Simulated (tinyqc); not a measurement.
# Two-diode model of a solar cell: what changes with what

J is the current delivered and Vj = V + J Rs the junction voltage. J = X JL - J01 (exp(Vj/(n1 Vt)) - 1) - J02 (exp(Vj/(2 Vt)) - 1) - Vj/Rp. The photocurrent does not depend on voltage.

Inputs (values chosen for the exercise); values of the order met in cells of silicon: temperature T = 298.15 K; photocurrent at one sun JL = 38.2 mA/cm^2; concentration X = 10 suns; saturation current of the first diode J01 = 1.8e-13 A/cm^2; ideality factor of the first diode n1 = 1; series resistance Rs = 0.096 ohm cm^2; shunt resistance Rp = 10000 ohm cm^2; incident power at one sun Pin = 100 mW/cm^2; saturation current of the second diode (ideality 2) J02 = 1.4e-8 A/cm^2.

Constants: q = 1.602176634e-19 C, kB = 1.380649e-23 J/K, Vt = kB T/q. Results are converted to the units shown.

Each table varies one quantity; the others keep the values above.

## Effect of the concentration

Jsc at V = 0, Voc at J = 0, the maximum power point where J (1 + 2 Rs G) = G Vj with G = -dJ/dVj; FF = Vmp Jmp/(Voc Jsc); efficiency Vmp Jmp/(X Pin). Empirical fill factor without parasitics FF0 = (v - ln(v + 0.72))/(v + 1), v = Voc/(n1 Vt).

Effect of the concentration:
```
X (suns)  Jsc (mA/cm^2)  Voc (V)  Vmp (V)  Jmp (mA/cm^2)      FF  efficiency (%)     FF0
0.01             0.3820   0.5063   0.3985         0.3085  0.6356           12.29  0.8060
0.04              1.528   0.5649   0.4646          1.350  0.7266           15.68  0.8207
0.1               3.820   0.5969   0.5012          3.473  0.7635           17.41  0.8277
0.5               19.10   0.6461   0.5553          17.86  0.8038           19.84  0.8373
2                 76.40   0.6848   0.5917          72.36  0.8184           21.41  0.8442
6                 229.2   0.7143   0.6091          218.1  0.8115           22.14  0.8490
20                764.0   0.7461   0.5962          725.6  0.7589           21.63  0.8538
80                 3056   0.7822   0.4655           2708  0.5273           15.76  0.8588
300                8168   0.8164   0.4097           4117  0.2529           5.622  0.8633
```

As X goes from 0.01 to 300, Voc rises from 0.506 to 0.816 V, FF goes from 0.636 through a maximum of 0.818 (at X = 2 among the rows listed) to 0.253 and the efficiency goes from 12.3 through a maximum of 22.1 (at X = 6 among the rows listed) to 5.62 %. Voc gains 59.6 mV a decade at the top and 97.4 mV at the bottom (n1 Vt ln 10 = 59.2 mV). Past the optimum the loss in Rs, which grows as J^2, outruns the gain in Voc: at the best row X JL Rs = 0.86 n1 Vt. For X = 300 Rs Jsc exceeds half of Voc, so the series resistance shapes the curve and drives FF towards the 1/4 of a resistor.

## Effect of the shunt resistance

Same model as above.

Effect of the shunt resistance:
```
Rp (ohm cm^2)  Jsc (mA/cm^2)  Voc (V)  Vmp (V)  Jmp (mA/cm^2)       FF  efficiency (%)      FF0
3                     370.16  0.70264  0.54245         193.67  0.40392          10.505  0.84709
10                    378.37  0.72234  0.60491         305.88  0.67700          18.503  0.85019
60                    381.39  0.72702  0.60931         353.98  0.77787          21.569  0.85091
300                   381.88  0.72771  0.60978         361.81  0.79392          22.063  0.85101
1000                  381.96  0.72782  0.60986         363.18  0.79672          22.149  0.85103
5000                  381.99  0.72786  0.60988         363.66  0.79768          22.179  0.85104
20000                 382.00  0.72787  0.60989         363.74  0.79786          22.184  0.85104
1e5                   382.00  0.72787  0.60989         363.77  0.79791          22.186  0.85104
```

As Rp goes from 3 to 1e5, Voc rises from 0.703 to 0.728 V, FF rises from 0.404 to 0.798 and the efficiency rises from 10.5 to 22.2 %. Voc changes by 0.00288 mV a decade between the last two rows and 37.7 mV between the first two. For Rp = 3 the shunt carries over 0.3 of the photocurrent at open circuit, so it pulls Voc down and FF towards the 1/4 of a resistor.

tinyqc, about 0.02 s, one thread, Intel Xeon 2.30GHz (shared host): `OMP_NUM_THREADS=1 python tinyqc.py 2280123 2280124 out.jsonl`
